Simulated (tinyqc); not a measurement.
Contact transmission and back-scattering length from two lengths.

Problem. A channel with M modes has R = RQ (2/tc - 1 + L/lam), RQ = (h/2q^2)/M. Find lam and tc.

Constants: q = 1.602176634e-19 C, h = 6.62607015e-34 J s. Results are converted to the units shown.

R at L = 10 and 84 nm (ohm um): [113.35802, 383.95459]
M = 168.07201 1/um

Answer. The slope is RQ/lam and the intercept RQ (2/tc - 1).

lam = 21.0 nm
tc = 1.00

Numbers from tinyqc (`OMP_NUM_THREADS=1 python tinyqc.py 2760115 2760116 out.jsonl`; about 0.01 s on one thread of a shared Intel Xeon 2.30GHz).
